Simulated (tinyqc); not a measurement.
Single-band model of a thermoelectric material: one step, computed by the program tinyqc.

One spherical band, one scattering law, no minority carriers and no phonon drag. In a real material minority carriers limit |S| to about E_g/(2 e T), so larger values are formal. eta = E_F/(k_B T) is counted from the band edge; f = 1/(1 + exp(x - eta)).

Task: Fermi level. With x = E/(k_B T), a = alpha k_B T (0 for a parabolic band), G = x (1 + a x), D = 1 + 2 a x and <y> = int y f (1 - f) dx, f = 1/(1 + exp(x - eta)): tau = tau_0 G^r/D; transport function s = G^(3/2 + r)/D^2; n = N_0 <G^(3/2)> with N_0 = (2 m k_B T)^(3/2)/(3 pi^2 hbar^3). Integrals over x = E/(k_B T) use 160 Gauss-Legendre points in u = sqrt(x) from 0 to sqrt(max(eta, 0) + 32). Solve for eta.

Inputs (values chosen for the exercise, modelled on n-type silicon): density-of-states mass m = 1 m_0; carrier density n = 2.2e+20 1/cm^3; temperature T = 630 K.

Band: parabolic. Scattering: acoustic phonons, r = -0.5.

Constants: m_0 = 9.1093837015e-31 kg; k_B = 1.380649e-23 J/K; hbar = 1.054571817e-34 J s; k_B = 8.617333262e-05 eV/K.

Give: N_0; reduced Fermi level eta.

Result:

N_0 = 5.745e+19 1/cm^3

reduced Fermi level eta = 2.039
